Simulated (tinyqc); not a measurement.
sp3s* tight binding, step by step. Values are carried at full precision from step to step, so a last printed digit may differ when a step is redone from the rounded ones.

sp3s* tight binding, nearest neighbours only: anion (a) at 0, cation (c) at a/4 (1,1,1), orbitals s, px, py, pz, s* on each; k in units of 2 pi/a. With phases e_j = exp(i (pi/2) k.n_j) for n = (1,1,1), (1,-1,-1), (-1,1,-1), (-1,-1,1): g0 = (e1+e2+e3+e4)/4, g1 = (e1+e2-e3-e4)/4, g2 = (e1-e2+e3-e4)/4, g3 = (e1-e2-e3+e4)/4. The diagonal holds the levels Esa, Epa, Exa (s*) and Esc, Epc, Exc. Anion-cation block: <sa|sc> = Vss g0; <sa|xc> = Vsapc g1; <xa|sc> = -Vscpa g1; <xa|xc> = Vxx g0; <xa|yc> = <ya|xc> = Vxy g3, <xa|zc> = <za|xc> = Vxy g2, <ya|zc> = <za|yc> = Vxy g1; <s*a|xc> = Vxapc g1; <xa|s*c> = -Vpaxc g1; y and z take g2 and g3 in place of g1; s-s* and s*-s* vanish.

Constants: hbar^2/2m0 = 3.80998211 eV angstrom^2.

Parameters, chosen for this exercise (near a published set for diamond, fitted to gaps, whose masses and valley positions are rough; the results hold for these values, not for the real material): k = (0.82, 0.15, 0.18) 2 pi/a (wave vector); Esa = -4.543 eV (s level of the anion); Epa = 3.843 eV (p level of the anion); Esc = -4.543 eV (s level of the cation); Epc = 3.843 eV (p level of the cation); Exa = 11.398 eV (s* level of the anion); Exc = 11.398 eV (s* level of the cation); Vss = -22.79 eV (s-s); Vxx = 3.851 eV (px-px); Vxy = 11.665 eV (px-py); Vsapc = 15.245 eV (s anion, p cation); Vscpa = 15.245 eV (s cation, p anion); Vxapc = 8.224 eV (s* anion, p cation); Vpaxc = 8.224 eV (p anion, s* cation); a = 3.568 angstrom (lattice constant).

## Phase sums

Form g0 to g3 at this k.

g0, g1, g2, g3: 0.26051-0.06254i  -0.01817+0.89668i  -0.26051+0.06254i  -0.21527+0.07569i

## The Hamiltonian without spin-orbit coupling

Fill in the 10 x 10 matrix.

H(k) (eV):
```
                   sa               xa                ya                za              s*a               sc
sa            -4.5430                0                 0                 0                0  -5.9370+1.4254i
xa                  0           3.8430                 0                 0                0  0.2770-13.6700i
ya                  0                0            3.8430                 0                0   3.9715-0.9535i
za                  0                0                 0            3.8430                0   3.2819-1.1538i
s*a                 0                0                 0                 0          11.3980                0
sc    -5.9370-1.4254i  0.2770+13.6700i    3.9715+0.9535i    3.2819+1.1538i                0          -4.5430
xc   -0.2770-13.6700i   1.0032+0.2409i   -2.5112-0.8829i   -3.0389-0.7296i  -0.1494-7.3743i                0
yc    -3.9715-0.9535i  -2.5112-0.8829i    1.0032+0.2409i  -0.2120-10.4598i  -2.1424-0.5144i                0
zc    -3.2819-1.1538i  -3.0389-0.7296i  -0.2120-10.4598i    1.0032+0.2409i  -1.7704-0.6224i                0
s*c                 0   0.1494+7.3743i    2.1424+0.5144i    1.7704+0.6224i                0                0

                   xc                yc                zc             s*c
sa   -0.2770+13.6700i   -3.9715+0.9535i   -3.2819+1.1538i               0
xa     1.0032-0.2409i   -2.5112+0.8829i   -3.0389+0.7296i  0.1494-7.3743i
ya    -2.5112+0.8829i    1.0032-0.2409i  -0.2120+10.4598i  2.1424-0.5144i
za    -3.0389+0.7296i  -0.2120+10.4598i    1.0032-0.2409i  1.7704-0.6224i
s*a   -0.1494+7.3743i   -2.1424+0.5144i   -1.7704+0.6224i               0
sc                  0                 0                 0               0
xc             3.8430                 0                 0               0
yc                  0            3.8430                 0               0
zc                  0                 0            3.8430               0
s*c                 0                 0                 0         11.3980
```

## Levels at this k

Diagonalise H, which belongs to k = (0.82, 0.15, 0.18) (2 pi/a). Four bands are filled (two electrons each); give the make-up of band 5, the lowest empty one.

levels (eV): -19.8808  -14.2606  -7.5612  -6.9352  6.2117  8.7240  14.6208  15.2130  19.8258  20.8105

weights of band 5: s 0.186, p 0.247, s* 0.567

weight of band 5 on atom a = 0.500

The vertical gap at this k is 13.1469 eV; band 5 is mostly s*-like.

## Levels at Gamma

At k = 0 only g0 = 1 is left and H falls into 2 x 2 blocks [[E_a, V], [V, E_c]] with roots (E_a + E_c)/2 -/+ sqrt(((E_a - E_c)/2)^2 + V^2); the s* levels stay uncoupled. The direct gap runs from the highest lower root of the p blocks to the lowest upper root.

Blocks at Gamma (eV):
```
block            E_a      E_c         V  lower root  upper root
s (Gamma1)   -4.5430  -4.5430  -22.7900    -27.3330     18.2470
p (Gamma15)   3.8430   3.8430    3.8510     -0.0080      7.6940
```

direct gap at Gamma = 7.7020 eV

The lowest empty level at Gamma is p-like.

## Bands near the gap

Diagonalise at L = (1/2,1/2,1/2), X = (1,0,0), W = (1,1/2,0), K = (3/4,3/4,0) and at the fractions named between them; energies from the top of the valence band at Gamma; 4 bands are filled.

Levels (eV):
```
k        level 2  level 3  level 4  level 5  level 6
L        -15.549   -3.907   -3.907    7.615   10.078
L-G 0.5   -8.102   -2.273   -2.273    7.168    9.975
G          0.000    0.000    0.000    7.702    7.702
G-X 0.2   -1.502   -1.288   -1.288    6.788    8.990
G-X 0.4   -4.952   -3.680   -3.680    5.684   11.382
G-X 0.6   -9.062   -5.854   -5.854    5.346   10.776
G-X 0.7  -11.153   -6.689   -6.689    5.520    9.946
G-X 0.8  -13.204   -7.307   -7.307    5.916    9.037
G-X 0.9  -15.184   -7.686   -7.686    6.507    8.119
X        -17.068   -7.814   -7.814    7.257    7.257
W        -17.068   -7.814   -7.814    7.257    7.257
K        -16.107   -8.371   -6.670    6.898    7.865
K-G 0.5   -9.240   -5.267   -2.412    6.819   10.114
```

On these points the lowest empty level is lowest at G-X 0.6, 5.346 eV above the top.

## Valleys and masses

The lowest conduction level at Gamma, at its minimum on (x,0,0) for x from 0.5 to 1, and at the point L (L, and X where the search ends there, need not be minima in this model; a zero or negative inverse mass shows it). Inverse masses m0/m = (E(+h) + E(-h) - 2 E)/(2 c q^2) with c = hbar^2/2m0, q = h 2 pi/a, h = 0.002; longitudinal along the valley axis ([100] at Gamma and Delta, [111] at L), transverse along [010] or [1-10]. A dash: the next level lies within 0.15 eV, so a single mass has no use there.

Valleys:
```
valley  x (2 pi/a)  E - Ev (eV)  m0/m_l  m0/m_t
Gamma       0.0000       7.7020       -       -
Delta       0.5744       5.3379    0.99    0.94
L           0.5000       7.6146   -0.99   -1.77
```

Of these three the lowest is the Delta line, which makes the gap indirect, 5.3379 eV. A negative value marks a point that is no minimum along that axis. At Delta m0/m_t is 0.94. This nearest-neighbour model is fitted to gaps: it places the Delta minimum and the masses at Delta and L only roughly (transverse masses can be several times too heavy), and since its bands are flat from X to W the transverse mass grows too heavy towards X; d orbitals or second neighbours cure this.

## Checks

- Direct gap at Gamma from the blocks against the full matrix: both 7.70200.

Program tinyqc; command `OMP_NUM_THREADS=1 python tinyqc.py 1450962 1450963 out.jsonl`; about 0.07 s on one thread of a shared Intel(R) Xeon(R) Processor @ 2.30GHz.
